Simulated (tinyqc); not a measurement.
# Metal gate on a two-layer dielectric stack with fixed charge and a dipole: effects of single changes

Gate, layer 2, layer 1, p-type semiconductor; x runs from the gate inwards. Charges are counted in units of +q. psi is the band bending at the surface, positive towards inversion. Classical charge, Boltzmann statistics, no interface traps.

Values chosen for this exercise; band and dielectric values close to those of germanium, layer 1 close to aluminium oxide, layer 2 close to hafnium oxide: temperature T = 300 K; band gap Eg = 0.664 eV; relative permittivity eps_r = 15.7; conduction-band density of states at T Nc = 1.06e19 cm^-3; valence-band density of states at T Nv = 6.09e18 cm^-3; electron affinity chi = 4.01 eV; acceptor density Na = 9.8e16 cm^-3; work function of the gate metal pM = 4.14 eV; thickness of layer 1, next to the semiconductor t1 = 0.6 nm; relative permittivity of layer 1 e1 = 8.79; thickness of layer 2, next to the gate t2 = 5.2 nm; relative permittivity of layer 2 e2 = 22.6; fixed charge at the semiconductor interface Q1 = 1.2e12 cm^-2; fixed charge between the layers Q2 = -2e11 cm^-2; uniform charge density in layer 1 r1 = 0 cm^-3; uniform charge density in layer 2 r2 = 0 cm^-3; flat-band shift by a dipole layer between the layers Vd = -0.43 V.

Constants: q = 1.602176634e-19 C, kB = 1.380649e-23 J/K, Vt = kB T/q, eps0 = 8.8541878128e-14 F/cm where lengths are in cm. Results are converted to the units shown.

Each table varies one quantity; the others keep the values above.

## Flat band against the thickness t2

EOT = 3.9 (t1/e1 + t2/e2), Cox = eps0/(t1/e1 + t2/e2); phi_ms = pM - (chi + Eg - Vt ln(Nv/Na)). Vfb = phi_ms + Vd - (q/eps0) [Q1 (t1/e1 + t2/e2) + Q2 t2/e2 + r1 (t1^2/(2 e1) + t1 t2/e2) + r2 t2^2/(2 e2)]: each charge counts with its electrical distance from the gate. ni = sqrt(Nc Nv) exp(-Eg/(2 Vt)), Eg in volts, pB = Vt ln(Na/ni), Vth = Vfb + 2 pB + sqrt(4 q eps0 eps_r Na pB)/Cox.

Results:
```
t2 (nm)  EOT (nm)  Vfb (V)  Vth (V)
1          0.4388  -0.8801  -0.4264
1.7        0.5596  -0.8857  -0.4272
3.1        0.8012  -0.8969  -0.4287
3.9        0.9392  -0.9033  -0.4296
4.6         1.060  -0.9089  -0.4304
5.3         1.181  -0.9145  -0.4312
6           1.302  -0.9201  -0.4319
```

Estimate the missing row, t2 = 2.4 nm.

Computed row:
```
t2 (nm)  EOT (nm)  Vfb (V)  Vth (V)
2.4        0.6804  -0.8913  -0.4279
```

With this row back in the table: Vfb falls from -0.880 to -0.920 V and Vth falls from -0.426 to -0.432 V. The slope dVfb/dEOT is -46.4 mV/nm between the first two rows and -46.4 between the last two: a straight line, set by the charge below the growing layer, which reads as 1.00e12 cm^-2. A line through the end rows meets EOT = 0 at -0.860 V, against phi_ms + Vd = -0.857 V; an effective work function read from it is off by -432 mV from pM.

## Flat band against the thickness t1

Same model as above.

Result of one run:
```
t1 (nm)  EOT (nm)  Vfb (V)  Vth (V)
1.5         1.563  -0.9359  -0.4373
```

What becomes of these results when the thickness of layer 1, next to the semiconductor t1 is changed from 1.5 to 2 nm, all else the same?

Result of the changed run:
```
t1 (nm)  EOT (nm)  Vfb (V)  Vth (V)
2           1.785  -0.9483  -0.4408
```

The whole series:
```
t1 (nm)  EOT (nm)  Vfb (V)  Vth (V)
0.5         1.119  -0.9112  -0.4303
1           1.341  -0.9236  -0.4338
1.5         1.563  -0.9359  -0.4373
2           1.785  -0.9483  -0.4408
2.5         2.007  -0.9606  -0.4443
3           2.228  -0.9730  -0.4478
3.5         2.450  -0.9853  -0.4513
4           2.672  -0.9977  -0.4548
```

Vfb falls from -0.911 to -0.998 V and Vth falls from -0.430 to -0.455 V. The slope dVfb/dEOT is -55.7 mV/nm between the first two rows and -55.7 between the last two: a straight line, set by the charge below the growing layer, which reads as 1.20e12 cm^-2. A line through the end rows meets EOT = 0 at -0.849 V, against phi_ms + Vd = -0.857 V; an effective work function read from it is off by -422 mV from pM.

Program tinyqc, `OMP_NUM_THREADS=1 python tinyqc.py 2010010 2010011 out.jsonl`; Intel Xeon 2.30GHz, shared host, one thread, about 0.01 s.
